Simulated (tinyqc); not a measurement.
Channel direction: nanosheet or nanowire with hard walls, valleys of the Si type.

Six ellipsoidal valleys along the cube axes: inverse mass tensor w = 1/mt + (1/ml - 1/mt) a a^T with a the unit axis. Device axes: x along the channel, z = [001], y = z x x.

Hard walls around a W x H rectangle. The block w_c of w in (y, z) confines; the transport mass follows from 1/m_x = w_xx - w_xc w_c^-1 w_cx. The cross-section problem c (w_yy ky^2 + 2 w_yz ky kz + w_zz kz^2), c = hbar^2/2m0, is solved in products sin(n pi y/W) sin(l pi z/H), n, l = 1 to 12; if w_yz = 0 the levels are c pi^2 (w_yy n^2/W^2 + w_zz l^2/H^2). The w_yz term couples (n, l) to (n', l') by -2 c w_yz D_nn'(W) D_ll'(H) with D_nm(L) = 4 n m/(L (n^2 - m^2)) for n + m odd and 0 otherwise.

Without degeneracy the line density is N1 exp((EF - Ec)/kB T) with N1 = sum 2 g sqrt(m_x kB T/(4 pi c)) exp(-E/kB T), here over n, l up to 80 where w_yz = 0 and over all levels of a 12 x 12 sine basis otherwise; the classical value is W H Nc with Nc = 2 g_all (m_dos kB T/(4 pi c))^(3/2), m_dos = (ml mt^2)^(1/3); dVt = kB T ln(W H Nc/N1).

Constants: hbar^2/2m0 = 3.80998211 eV angstrom^2; kB = 8.617333262e-05 eV/K.

Inputs chosen for the exercise (near those of Si; shifted at random, so the results belong to these values and not to a real crystal): ml = 0.898 m0 (longitudinal mass); mt = 0.192 m0 (transverse mass); T = 300 K (temperature); g_all = 6 (number of valleys); W = 105 angstrom (width, along y); H = 66 angstrom (height, along z = [001]).

The same rectangle along [100] and [110]; groups ordered by w_zz, then w_yy.

Lowest level of each group:

| channel, group | valleys g | w_yy | w_zz | \|w_yz\| | m_x (m0) | E (eV) |
|---|---|---|---|---|---|---|
| [100] A | 2 | 5.208 | 1.114 | 0.000 | 0.192 | 0.0274 |
| [100] B | 2 | 1.114 | 5.208 | 0.000 | 0.192 | 0.0488 |
| [100] C | 2 | 5.208 | 5.208 | 0.000 | 0.898 | 0.0627 |
| [110] A | 2 | 5.208 | 1.114 | 0.000 | 0.192 | 0.0274 |
| [110] B | 4 | 3.161 | 5.208 | 0.000 | 0.545 | 0.0557 |

What can be read from this table?

The lowest subband has m_x = 0.192 m0 and 2 valleys along [100], and 0.192 m0 and 2 valleys along [110]; its edge lies at 0.0274 and 0.0274 eV. These valleys have their axis along z, so turning the channel in the wafer plane leaves them alone; only the higher groups change.

Program tinyqc; command `OMP_NUM_THREADS=1 python tinyqc.py 1252081 1252082 out.jsonl`; about 0.03 s on one thread of a shared Intel(R) Xeon(R) Processor @ 2.30GHz.
